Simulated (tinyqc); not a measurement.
Closable height against the size of the gap: wafer bonding and layer transfer: bond energy, gap closing, particles, bonding of dissimilar wafers and hydrogen blisters. Computed by tinyqc, a small Python program. Command: `OMP_NUM_THREADS=1 python tinyqc.py 3002835 3002836 out.jsonl bond walk`. One thread of a shared host (Intel(R) Xeon(R) Processor @ 2.30GHz), about 0.01 s of CPU time with the checks.

gamma is the energy per area of each of the two surfaces; plates are isotropic.

Inputs (values chosen for the exercise, with wafer 1 close to silicon):
```
quantity,value,unit
Young's modulus E1,154,GPa
Young's modulus E2,81.2,GPa
Poisson ratio nu,0.21,-
thickness t1,775,micrometre
thickness t2,500,micrometre
blade thickness t_b,150,micrometre
crack length L,21.3,mm
```

Pair: two different wafers.

Method. Two cantilevers opened by t_b: gamma = 3 t_b^2 E1 t1^3 E2 t2^3/(16 L^4 (E1 t1^3 + E2 t2^3)). E' = E1/(1 - nu^2), equal wafers of thickness t1 assumed. A gap of radius R closes if h_g < h_c: h_c = R^2/sqrt((2/3) E' t1^3/gamma) for R > 2 t1 (plate bending), h_c = 3.6 sqrt(R gamma/E') for R < 2 t1 (local deformation).

bond energy gamma = 0.182230 J/m^2

Gap closing:
```
R (mm),regime,h_c (nm),slope h_c/R
1.00e-04,local,1.2108e+00,0.012108
1.00e-03,local,3.8288e+00,0.003829
1.00e-02,local,1.2108e+01,0.001211
1.00e-01,local,3.8288e+01,0.000383
5.00e-01,local,8.5614e+01,0.000171
2.00e+00,plate,2.4150e+02,0.000121
5.00e+00,plate,1.5093e+03,0.000302
2.00e+01,plate,2.4150e+04,0.001207
5.00e+01,plate,1.5093e+05,0.003019
```

Roughness of 100 nm scale may be 1.2 nm in half height, waviness of radius 5 cm as much as 150 micrometre: h_c goes as R^(1/2) when the wafer deforms locally and as R^2 when it bends. The allowed slope is least near R = 2 t1, so defects about 4 t1 wide are the hardest to close; bow matters little.

Extremes, crossings and ranges named in words are read from the listed rows.
